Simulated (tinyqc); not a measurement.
Inside a calculation. Method: ROHF in the sto-6g basis, for H4+, spin multiplicity 2. One step of it, computed by the program tinyqc.

Problem. Iteration 2: diagonalisation and new density. Diagonalise F' = X^T F X, C = X C', fill 2 alpha and 1 beta electrons from the bottom; D(s) = C_occ C_occ^T. Each column has its largest component positive (the first on a tie).

effective F (hartree), lower triangle:
```
           1H 1s      2H 1s      3H 1s      4H 1s
1H 1s  -0.564310
2H 1s  -0.652057  -0.760920
3H 1s  -0.255780  -0.658814  -0.761532
4H 1s  -0.061537  -0.256377  -0.653037  -0.564692
```

X, lower triangle:
```
           1H 1s      2H 1s      3H 1s     4H 1s
1H 1s   1.149000
2H 1s  -0.370989   1.310770
3H 1s   0.071068  -0.390742   1.311258
4H 1s  -0.014425   0.071137  -0.371619  1.149436
```

Give: F' = X^T F X; orbital energies; coefficients C; D(alpha) after iteration 2; D(beta) after iteration 2.

Solution.

F' = X^T F X (hartree), lower triangle:
```
         1        2        3        4
1  -0.3042
2  -0.4755  -0.2775
3   0.0508  -0.4795  -0.2775
4  -0.0111   0.0506  -0.4764  -0.3038
```

orbital energies (hartree): MO1 -1.0152, MO2 -0.6274, MO3 -0.0569, MO4 0.5364

coefficients C:
```
          MO1      MO2      MO3      MO4
1H 1s  0.2347   0.5274   0.7962   0.7043
2H 1s  0.4457   0.3813  -0.5200  -1.1828
3H 1s  0.4463  -0.3807  -0.5184   1.1842
4H 1s  0.2355  -0.5263   0.7959  -0.7061
```

D(alpha) after iteration 2, lower triangle:
```
         1H 1s    2H 1s   3H 1s   4H 1s
1H 1s   0.3332
2H 1s   0.3057   0.3440
3H 1s  -0.0961   0.0537  0.3442
4H 1s  -0.2223  -0.0957  0.3055  0.3325
```

D(beta) after iteration 2, lower triangle:
```
        1H 1s   2H 1s   3H 1s   4H 1s
1H 1s  0.0551
2H 1s  0.1046  0.1986
3H 1s  0.1047  0.1989  0.1992
4H 1s  0.0553  0.1050  0.1051  0.0555
```
